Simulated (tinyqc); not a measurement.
## Trap density from the leakage

Problem. Trap-assisted leakage is J = q Nt times the integral over x of the rate through one trap. Find Nt, the areal density Nt t and the mean in-plane spacing (Nt t)^(-1/2).

Values chosen for this exercise:

| symbol | value | unit | meaning |
|---|---|---|---|
| t | 5.3 | nm | thickness |

Constants: q = 1.602176634e-19 C. Results are converted to the units shown.

J = 1.3560093e-9 A/cm^2
integral of the rate over x = 0.020642791 nm/s

Answer. J is proportional to Nt.

Nt = 4.10e18 cm^-3
Nt t = 2.17e12 cm^-2
in-plane spacing = 6.78 nm

Computed by the program tinyqc: `OMP_NUM_THREADS=1 python tinyqc.py 2370126 2370127 out.jsonl`, one thread of a shared Intel Xeon 2.30GHz, about 0.04 s for the whole run.
